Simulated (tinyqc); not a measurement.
Core-shell quantum dot (spherical envelope functions), step by step. Values are carried at full precision from step to step, so a last printed digit may differ when a step is redone from the rounded ones.

Parabolic bands; strain and other valleys are left out. s states, u = r psi, hard wall at R + H, c = hbar^2/2m0, energies from the band edges of the core. Core: u = sin(k1 r)/k1, k1 = sqrt(m1 E/c). At R, psi and psi'/m are continuous, so u is continuous and its slope in the shell is s = u/R + (m2/m1)(u' - u/R). Shell: u(R + x) = u(R) cos(k2 x) + s sin(k2 x)/k2, k2 = sqrt(m2 (E - V)/c); for negative arguments the functions turn into sinh and cosh. A level has u(R + H) = 0.

Constants: hbar^2/2m0 = 3.80998211 eV angstrom^2; e^2/(4 pi eps0) = 14.39964547 eV angstrom; hc = 1239.841984 eV nm.

Parameters, chosen for this exercise (near those of a ZnSe/CdS core-shell dot; shifted at random, so the results belong to these values and not to a real crystal):
```
symbol  value   unit      meaning
R       38      angstrom  core radius
H       20      angstrom  shell thickness
Vc      -0.718  eV        conduction edge of the shell above that of the core
me1     0.153   m0        electron, core
me2     0.202   m0        electron, shell
E       -0.41   eV        trial energy of the electron
Vv      0.556   eV        hole barrier of the shell
mh1     0.571   m0        hole, core
mh2     0.779   m0        hole, shell
Eg      2.661   eV        gap of the core
eps     5.7               dielectric constant
```

## Shooting at a trial energy

Carry the electron solution outwards.

k1^2 = -0.016465 1/angstrom^2
k2^2 = 0.016330 1/angstrom^2
u(R) = 510.822 angstrom
s = 82.2426
u(R + H) = -69.806 angstrom

u(R + H) is negative: one node has entered, so the lowest level lies below the trial energy.

## Ground states

Find the lowest root for electron and hole, and the share of u^2 inside the core.

Levels:
```
carrier    E (eV)  share in the core
electron  -0.4251              0.105
hole       0.0370              0.993
```

The core holds 28 % of the volume. The electron sits mainly in the shell and the hole in the core (type II).

## Overlap and Coulomb integrals

Overlap = (integral of u_e u_h)^2 with normalised u. Coulomb integrals J_ab = (q/eps) double integral of u_a(r)^2 u_b(s)^2/max(r, s), q = e^2/(4 pi eps0), one eps everywhere. Exciton E = Eg + E_e + E_h - J_eh; first-order biexciton shift J_ee + J_hh - 2 J_eh (positive: repulsive).

Integrate numerically.

overlap = 0.049

J_eh, J_ee, J_hh (meV): 57.5  53.4  106.9

## Exciton and biexciton

Give E, the wavelength hc/E and the biexciton shift.

E = 2.215 eV
wavelength = 560 nm
biexciton shift = 45 meV

The line lies below the gap of the core. At first order the shift is the Coulomb integral of the net charge density with itself and cannot be negative; correlation, left out here, lowers it.

## Checks

- Level without offset and mass step against c (pi/(R + H))^2/m, eV: both 0.0731.
- J_ee in that case against 1.786 q/(eps (R + H)), meV: both 77.8.

Run: tinyqc, `OMP_NUM_THREADS=1 python tinyqc.py 1250021 1250022 out.jsonl`; Intel(R) Xeon(R) Processor @ 2.30GHz, one thread, shared host; about 0.04 s of CPU time with all checks.
